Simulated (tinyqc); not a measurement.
Thermal stress and diffusional relaxation in a metal film: Coble and Nabarro-Herring creep, cooling and holds: one step, computed by the program tinyqc.

A thin film on a rigid substrate is stress-free at T0. Tension is positive and the film creeps linearly: d sigma/dt = -M (mismatch) dT/dt - sigma/tau.

Question. Stress after cooling to room temperature. Creep rate per stress: Nabarro-Herring 14 D Omega/(k_B T d^2), Coble (14 pi) delta D_b Omega/(k_B T d^3), with D = D0 exp(-E/(k_B T)), delta D_b = (delta D_b)0 exp(-E_b/(k_B T)); 1/tau = M x (sum of both)/2 (biaxial strain rate is half the uniaxial one). Temperatures in kelvin are T(C) + 273.15. Cooling from T0 at the constant rate: d sigma/dT = -slope + sigma/(tau(T) x rate), integrated to 25 C (stiff solver, tolerance 1e-9). Effective stress-free temperature T_eff = 25 C + sigma/slope.

Inputs (values chosen for the exercise, modelled on copper films on silicon):
```
quantity                           value        unit
biaxial modulus M                    183         GPa
atomic volume Omega                 11.8  angstrom^3
lattice prefactor D0             1.4e-05       m^2/s
lattice energy E                    2.01          eV
boundary prefactor (delta D_b)0  6.7e-15       m^3/s
boundary energy E_b                 1.11          eV
grain size d                        0.65          um
stress-free temperature T0           300           C
hold temperature T                   180           C
cooling rate                          10       C/min
yield stress                         230         MPa
```

thermoelastic slope = 2.5254 MPa/K

Constants: k_B = 1.380649e-23 J/K; k_B = 8.617333262e-05 eV/K.

Give: stress at 25 C; effective stress-free temperature.

Answer.

stress at 25 C = 589.0 MPa

effective stress-free temperature = 258.2 C

Creep during cooling removes 15.2 % of the elastic value. Caution: the elastic stress exceeds the yield stress, so dislocation glide would cap it first. Caution: bulk creep laws overstate relaxation in a bonded film, and dislocation glide would cap stresses above the yield stress.
